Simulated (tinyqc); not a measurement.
Inside a calculation (part 2 of 2). Method: Pariser-Parr-Pople SCF with singles CI, for the molecule Fc1ccc2ccoc2c1 (SMILES; centres numbered as the heavy atoms are written). Computed by tinyqc, a small Python program that keeps every step. Command: `OMP_NUM_THREADS=1 python tinyqc.py 31799 31800 out.jsonl` (the two numbers bound the seeds that draw the settings). One thread of a shared host (Intel(R) Xeon(R) Processor @ 2.60GHz), about 0.01 s of CPU time with the checks.

## Singles CI, triplets

orbital energies (eV): [-18.498468, -16.499540, -13.688999, -12.178646, -10.722249, -9.887828, -0.297682, 0.523205, 1.872462, 3.927914]

coefficients:
```
          MO1        MO2        MO3        MO4        MO5        MO6        MO7        MO8
1F   0.948840  -0.109991  -0.186969   0.121546  -0.098167  -0.112996   0.073891   0.048483
2C   0.275979   0.066645   0.330947  -0.289842   0.279884   0.360452  -0.391306  -0.273503
3C   0.091040   0.071080   0.440825  -0.020788   0.551975  -0.109480  -0.144046   0.529905
4C   0.036432   0.128753   0.434937   0.237923   0.217841  -0.418428   0.491915  -0.301257
5C   0.024659   0.278540   0.362595   0.357586  -0.381641  -0.199796  -0.254687  -0.257969
6C   0.010629   0.227928   0.069332   0.540160  -0.086782   0.416740  -0.314992   0.005604
7C   0.012803   0.360799  -0.215463   0.357193   0.250999   0.420593   0.450650   0.194830
8O   0.030510   0.688019  -0.425582  -0.227737   0.272046  -0.279987  -0.186335  -0.261146
9C   0.048487   0.439703   0.158094  -0.253172  -0.476713  -0.123744   0.023778   0.567316
10C  0.098773   0.188179   0.288443  -0.425431  -0.206038   0.431328   0.419801  -0.238133

           MO9       MO10
1F    0.068629   0.054303
2C   -0.405094  -0.354363
3C    0.189229   0.371325
4C    0.099420  -0.413715
5C   -0.338570   0.480472
6C    0.551760  -0.257803
7C   -0.455774   0.083528
8O    0.177746   0.076165
9C   -0.102898  -0.373701
10C   0.341344   0.335692
```

repulsion gamma_rs (eV):
```
            1F         2C         3C         4C         5C         6C         7C         8O
1F   21.400000   8.693586   5.578854   3.781266   3.354786   2.549971   2.390640   2.867799
2C    8.693586  11.130000   7.556054   5.239807   4.668361   3.290974   2.994007   3.708111
3C    5.578854   7.556054  11.130000   7.554151   5.238603   3.602738   2.994047   3.370950
4C    3.781266   5.239807   7.554151  11.130000   7.551123   5.021971   3.721543   3.895050
5C    3.354786   4.668361   5.238603   7.551123  11.130000   7.553446   5.521135   5.924544
6C    2.549971   3.290974   3.602738   5.021971   7.553446  11.130000   7.555132   5.924508
7C    2.390640   2.994007   2.994047   3.721543   5.521135   7.555132  11.130000   8.704741
8O    2.867799   3.708111   3.370950   3.895050   5.924544   5.924508   8.704741  21.500000
9C    3.780979   5.238603   4.668704   5.239039   7.556054   5.520550   5.521171   8.700357
10C   5.579398   7.553336   5.239602   4.667830   5.238716   3.773198   3.721718   5.320158

            9C        10C
1F    3.780979   5.579398
2C    5.238603   7.553336
3C    4.668704   5.239602
4C    5.239039   4.667830
5C    7.556054   5.238716
6C    5.520550   3.773198
7C    5.521171   3.721718
8O    8.700357   5.320158
9C   11.130000   7.551409
10C   7.551409  11.130000
```

Over the 9 single excitations with the smallest orbital gaps: A = (e_a - e_i) delta - (ij|ab), with (pq|rs) = sum c_mp c_mq gamma_mn c_nr c_ns.

triplet CI matrix (eV):
```
           6>7        6>8        5>7        5>8        6>9        4>7        5>9        4>8
6>7   3.612598  -0.103694   0.033586  -0.175178   0.093646   0.119032   0.105276  -0.517257
6>8  -0.103694   4.535955  -0.175178   0.135783   0.156939  -0.517257  -0.013511   0.484549
5>7   0.033586  -0.175178   4.512317   0.096127   0.105276   0.013565  -0.424515   0.066569
5>8  -0.175178   0.135783   0.096127   4.527497  -0.013511   0.066569  -0.146382  -0.028270
6>9   0.093646   0.156939   0.105276  -0.013511   5.710021   1.472206  -0.149031   0.458720
4>7   0.119032  -0.517257   0.013565   0.066569   1.472206   5.918386  -0.003575  -0.229094
5>9   0.105276  -0.013511  -0.424515  -0.146382  -0.149031  -0.003575   6.882497   0.164274
4>8  -0.517257   0.484549   0.066569  -0.028270   0.458720  -0.229094   0.164274   6.865914
3>7   0.098885  -0.254199   0.146662   0.525729  -0.263848  -0.147929  -0.747390  -0.017488

           3>7
6>7   0.098885
6>8  -0.254199
5>7   0.146662
5>8   0.525729
6>9  -0.263848
4>7  -0.147929
5>9  -0.747390
4>8  -0.017488
3>7   7.415897
```

triplet excitation energies (eV): [3.467517, 3.859267, 4.406456, 4.509269, 4.731617, 6.387224, 7.138612, 7.362542, 8.118577]
